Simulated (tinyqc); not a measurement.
Strain dependence: valley-orbit splitting of a donor ground state, with strain. Computed by tinyqc, a small Python program. Command: `OMP_NUM_THREADS=1 python tinyqc.py 3024967 3024968 out.jsonl valleyorbit walk`. One thread of a shared host (Intel(R) Xeon(R) Processor @ 2.30GHz), about 0.01 s of CPU time with the checks.

The basis is the 1s envelope in each valley; energies are counted from the unstrained conduction-band edge. The strain is e_s (a a^T - 1/3) for the unit stress axis a, so valley j along n_j moves by Xi_u e_s w_j with w_j = (n_j.a)^2 - 1/3: -1/3 for x and y, +2/3 for z.

Inputs (values chosen for the exercise, modelled on donors in silicon):
```
quantity                             value  unit
single-valley binding energy E_0      30.4   meV
central-cell shift Lambda             2.08   meV
coupling Delta_1                      4.16   meV
coupling Delta_2                       3.1   meV
shear deformation potential Xi_u      8.51    eV
shear strain e_s                  -0.00054     -
```

Valleys: six along <100>. Stress axis: [001].

Method:
- By symmetry: E(A1) = E_0 + Lambda + 4 Delta_1 + Delta_2 (one state), E(T2) = E_0 + Lambda - Delta_2 (three), E(E) = E_0 + Lambda - 2 Delta_1 + Delta_2 (two), as binding energies.
- H_jj = -(E_0 + Lambda) + Xi_u e_s w_j; H_jk = -Delta_2 between opposite valleys and -Delta_1 between perpendicular ones.
- The contact hyperfine ratio is A/A_0 = (sum_j c_j)^2/(number of valleys), c_j the valley amplitudes of the ground state; binding from the lowest valley edge.

E(A1) = 52.22 meV

Against strain:
```
e_s       Xi_u e_s (w_max - w_min) (meV)  binding (meV)  gap to next level (meV)    A/A_0
-0.00430                        -36.5930         39.836                   10.456  0.67347
-0.00160                        -13.6160         44.993                   15.613  0.92331
-0.00054                         -4.5954         49.355                   19.975  0.99166
-0.00016                         -1.3616         51.329                   21.949  0.99932
0.00016                           1.3616         51.782                   22.402  0.99936
0.00054                           4.5954         50.864                   21.484  0.99344
0.00160                          13.6160         49.017                   19.637  0.95847
0.00430                          36.5930         46.796                   17.416  0.86641
```

What does the comparison show, and why?

A/A_0 falls for either sign of strain, to 0.673 and 0.866 at the ends; its limits are the shares of the valleys that end up lowest, 2/6 under compression and 4/6 under tension. Near zero strain A/A_0 changes in second order, the binding in first. The binding energy drops from 52.22 meV to 39.84 and 46.80 meV, since fewer valleys share the valley-orbit gain.

Extremes, crossings and ranges named in words are read from the listed rows.
